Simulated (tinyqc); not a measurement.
Inverter chain driving a load.

N inverters, each f = Hc^(1/N) times larger than the one before: delay tau N (f + pp). Switched capacitance in units of the first input, with output capacitance pp times the input: Hc + (1 + pp)(Hc - 1)/(f - 1).

Values chosen for this exercise: load over the input capacitance of the chain Hc = 3500; parasitic delay of an inverter pp = 0; delay unit tau = 6 ps.

Inverter chain driving a load:
```
N	f	delay (ps)	switched capacitance
5	5.115	153.4	4350
6	3.897	140.3	4708
7	3.208	134.8	5084
8	2.773	133.1	5473
9	2.476	133.7	5870
10	2.262	135.7	6274
11	2.100	138.6	6681
12	1.974	142.1	7093
```

What does the comparison show?

The delay goes from 153 through a minimum of 133 (at N = 8 among the rows listed) to 142 ps. The best stage effort solves pp + rho (1 - ln rho) = 0, rho = 2.72, which gives N = ln Hc/ln rho = 8.16. One stage fewer than the best costs 1.2 % in delay and saves 7.1 % of the switched capacitance.

tinyqc, about 0.01 s, one thread, Intel Xeon 2.30GHz (shared host): `OMP_NUM_THREADS=1 python tinyqc.py 2082167 2082168 out.jsonl`
